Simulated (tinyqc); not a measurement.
Off-state leakage of single and stacked transistors: leakage components against the supply voltage.

n-channel devices of unit width. Subthreshold current I(Vg, Vs, Vd) = I0 (T/300 K)^0.5 exp[(Vg - Vs - VT(T) - gb (Vs - Vb) + dd (Vd - Vs))/(nf Vt)] (1 - exp(-(Vd - Vs)/Vt)), VT(T) = VT - cT (T - 300 K). Gate-edge tunnelling Ig (Vd/1 V) exp(ag (Vd - 1 V)), for a gate at 0 V, and band-to-band leakage Ab u exp(-Bb/u), u = Vd - Vb + 1 V, flow at a drain held at V; both are taken as independent of T. In a stack of off transistors (all gates at 0 V) the same subthreshold current passes through each.

One transistor with Vg = Vs = 0, Vd = V; stack factor I(one)/I(two in series).

Values chosen for this exercise; values of the order met in bulk silicon logic transistors: temperature T = 300 K; threshold at 300 K, zero drain and body bias VT = 0.47 V; fall of the threshold with temperature cT = 0.7 mV/K; current at threshold at 300 K I0 = 0.94 uA/um; slope factor nf = 1.49; drain-induced lowering per volt dd = 0.09; rise of the threshold per volt of source-body bias gb = 0.09; gate-edge tunnelling current at 1 V Ig = 2e-6 uA/um; exponential slope of the gate current ag = 3.8 1/V; prefactor of band-to-band leakage at the drain Ab = 100 uA/(um V); its exponential voltage Bb = 24 V; body voltage Vb = 0 V.

Constants: q = 1.602176634e-19 C, kB = 1.380649e-23 J/K, Vt = kB T/q. Results are converted to the units shown.

Results:
```
V (V)  subthreshold (nA/um)  gate edge (nA/um)  band-to-band (nA/um)  total (nA/um)  stack factor  largest part
0.5                 0.01518           1.496e-4               0.01688        0.03221         3.628  band-to-band
0.6                 0.01918           2.625e-4               0.04894        0.06839         4.315  band-to-band
0.7                 0.02423           4.477e-4                0.1257         0.1503         5.177  band-to-band
0.9                 0.03866           0.001231                0.6208         0.6607         7.602  band-to-band
1                   0.04884           0.002000                 1.229          1.280         9.285  band-to-band
1.1                 0.06169           0.003217                 2.285          2.350         11.38  band-to-band
1.2                 0.07793           0.005132                 4.024          4.107         14.00  band-to-band
1.3                 0.09844           0.008130                 6.760          6.867         17.25  band-to-band
1.4                  0.1243            0.01280                 10.90          11.03         21.31  band-to-band
```

Estimate the missing row, V = 0.8 V.

Computed row:
```
V (V)  subthreshold (nA/um)  gate edge (nA/um)  band-to-band (nA/um)  total (nA/um)  stack factor  largest part
0.8                 0.03061           7.483e-4                0.2915         0.3229         6.255  band-to-band
```

With this row back in the table: As V goes from 0.5 to 1.4, the total leakage rises from 0.0322 to 11.0 nA/um. The band-to-band part leads at V = 0.5 and in all other rows. The reduction by a stack of two rises from 3.63 to 21.3, for the subthreshold part alone.

Program tinyqc, `OMP_NUM_THREADS=1 python tinyqc.py 2242271 2242272 out.jsonl`; Intel Xeon 2.30GHz, shared host, one thread, about 0.03 s.
